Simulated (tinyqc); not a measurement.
# Doping and voltage from widths and field

Inverse problem. In the depletion approximation an abrupt p-n junction has a triangular field: peak E = q Nd xn/(eps0 eps_r) = q Na xp/(eps0 eps_r), W = xn + xp, and Vbi - V = E W/2. Find Nd, Na and Vbi - V.

Values chosen for this exercise:
```
symbol  value  unit                meaning
eps_r    11.7        relative permittivity
```

Constants: q = 1.602176634e-19 C, eps0 = 8.8541878128e-14 F/cm where lengths are in cm. Results are converted to the units shown.

W = 205.64425 nm
peak field = 515.28671 kV/cm
xn = 175.35556 nm

Solution. Gauss's law on each side gives its doping from the peak field and its width; the voltage is the area of the triangle.

Nd = 1.90e17 cm^-3
Na = 1.10e18 cm^-3
Vbi - V = 5.30 V

tinyqc, about 0.02 s, one thread, Intel Xeon 2.30GHz (shared host): `OMP_NUM_THREADS=1 python tinyqc.py 2000063 2000064 out.jsonl`
